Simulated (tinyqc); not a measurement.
From results back to parameters: band folding and unfolding in a supercell of a chain. Three cases, with inputs chosen for the exercise.

Problem. A chain with hopping -t and site energies alternating +V, -V has E = -/+ sqrt(V^2 + 4 t^2 cos^2(ka)); the lower state has weight (1 + 2t cos(ka)/|E|)/2 on k and the rest on k + pi/a. The gap at ka = pi/2 and the full spread at k = 0 come from hidden t and V.

Case 1.

values (eV): gap 1.14000, spread at k = 0 4.31337

Case 2.

values (eV): gap 0.42000, spread at k = 0 7.45185

Case 3.

values (eV): gap 1.04000, spread at k = 0 4.83322

Find: V, t; weight of the lowest state on k = 0.

Solution. The gap is 2V and the spread 2 sqrt(V^2 + 4t^2).

Case 1.

V, t (eV): 0.570  1.040

weight of the lowest state on k = 0 = 0.9822

Case 2.

V, t (eV): 0.210  1.860

weight of the lowest state on k = 0 = 0.9992

Case 3.

V, t (eV): 0.520  1.180

weight of the lowest state on k = 0 = 0.9883

Computed by tinyqc, one run a case: `OMP_NUM_THREADS=1 python tinyqc.py N N+1 out.jsonl` with N = 1481357, 1481442, 1481504; one thread of a shared Intel(R) Xeon(R) Processor @ 2.30GHz, about 0.01 s a run at most.
